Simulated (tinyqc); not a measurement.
Longitudinal sound in a periodic multilayer: transfer matrices, stop bands and folded phonons: one step, computed by the program tinyqc.

Layers 1 and 2 repeat with period d = d_1 + d_2; waves travel normal to the layers, without loss. State vector (u, s): displacement u and stress divided by omega. Impedances Z = rho v are in 1e6 kg/(m^2 s).

Question. Transfer matrix of one period. A layer maps (u, s) by [[cos p, sin p/Z], [-Z sin p, cos p]], p = 2 pi f d_i/v_i; one period is M = M_2 M_1, and cos(q d) = trace(M)/2.

Inputs (values chosen for the exercise, modelled on silica (layer 1), platinum (layer 2) and silicon (substrate)): velocity v_1 = 6000 m/s; thickness d_1 = 4.1 nm; velocity v_2 = 4150 m/s; thickness d_2 = 2.8 nm; frequency f = 350 GHz.

Z_2 = 90.055

Z_1 = 13.38

Give: phase p_1; phase p_2; M; trace(M)/2.

Answer.

phase p_1 = 1.503 rad

phase p_2 = 1.484 rad

M:
```
[[-0.1418, 0.007236],
 [-7.263, -6.684]]
```

trace(M)/2 = -3.413

|trace/2| > 1: f lies in a stop band, and the amplitude falls by a factor 6.676 a period. Caution: at these frequencies damping, strong in glasses, and rough interfaces, both left out here, can weaken the stop bands; layers only a few atoms thick are also beyond continuum acoustics.
